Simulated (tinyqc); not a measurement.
Worked calculation: Hubbard chain of 4 sites. Computed by tinyqc, a small Python program that keeps every step. Settings: hopping = 1.34, U = 8.2, mixing = 1, iteration cap = 68. Command: `OMP_NUM_THREADS=1 python tinyqc.py 30014 30015 out.jsonl` (the two numbers bound the seeds that draw the settings). One thread of a shared host (Intel(R) Xeon(R) Processor @ 2.60GHz), about 0.2 s of CPU time with the checks.

one-body matrix (hopping and site energies) (eV), lower triangle:
```
          1         2         3         4
1  -0.74000
2  -1.34000   0.15000
3   0.00000  -1.34000   0.78000
4   0.00000   0.00000  -1.34000  -0.17000
```

U = 8.20000 eV

electrons, up and down: 2  2

n(up) at the start (a guess, not normalised): 1 0.50000, 2 0.50000, 3 0.50000, 4 0.50000

n(down) at the start (a guess): 1 0.50000, 2 0.50000, 3 0.50000, 4 0.50000

Each step fills the lowest levels of T + U n(other spin) and sets n(new) = n + mixing (n(out) - n); stop when output and input agree to 1e-8.

Course of the cycle:
```
iteration      E (eV)  largest |n(out) - n(in)|  mean |n_up - n_down|
1           2.4722589                  1.56e-01               0.00000
2           3.7146436                  3.36e-01               0.00000
3           6.8699649                  5.78e-01               0.00000
4          12.6616104                  8.40e-01               0.00000
5          11.9366819                  9.15e-01               0.00000
6          14.8277963                  9.35e-01               0.00000
7          12.1978130                  9.38e-01               0.00000
8          14.8750142                  9.38e-01               0.00000
9          12.2022506                  9.38e-01               0.00000
10         14.8757802                  9.38e-01               0.00000
11         12.2023222                  9.38e-01               0.00000
...               ...                       ...                   ...
58         14.8757928                  9.38e-01               0.00000
59         12.2023233                  9.38e-01               0.00000
60         14.8757928                  9.38e-01               0.00000
61         12.2023233                  9.38e-01               0.00000
62         14.8757928                  9.38e-01               0.00000
63         12.2023233                  9.38e-01               0.00000
64         14.8757928                  9.38e-01               0.00000
65         12.2023233                  9.38e-01               0.00000
66         14.8757928                  9.38e-01               0.00000
67         12.2023233                  9.38e-01               0.00000
68         14.8757928                  9.38e-01               0.00000
```

Can the last value be used, and what does the course show?

Not by the stop rule. Not converged within 68 iterations: the residual has stopped falling: the iteration swings between two states. The lowest mean-field energy found from random starts is -1.28186 eV. Reruns (cap 100 unless said): mixing 0.2: converged in 41 to a higher stationary point (E = 2.14080); mixing 0.5: not converged; mixing 0.9: not converged; the original settings with a cap of 400: not converged.
